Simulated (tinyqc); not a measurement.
Inside a calculation. Method: tight binding, kagome lattice. One step of it, computed by the program tinyqc.

Question. Bloch Hamiltonian at K. H_AB = -t1 - t2 exp(-i k.a1), H_AC = -t1 - t2 exp(-i k.a2), H_BC = -t1 - t2 exp(i k.(a1 - a2)), H_CC = delta.

Parameters chosen for this model:

| parameter | value | unit |
|---|---|---|
| t1 | 1.880000 | eV, up triangles |
| t2 | 1.010000 | eV, down triangles |
| delta | 0 | eV on site C |

k point K (fractions of the reciprocal vectors): 0.333333  0.666667

Give: H(k) at K.

Answer.

H(k) at K (eV), lower triangle (Hermitian):
```
               A              B      C
A          0.000
B  -1.375-0.875i          0.000
C  -1.375+0.875i  -1.375-0.875i  0.000
```
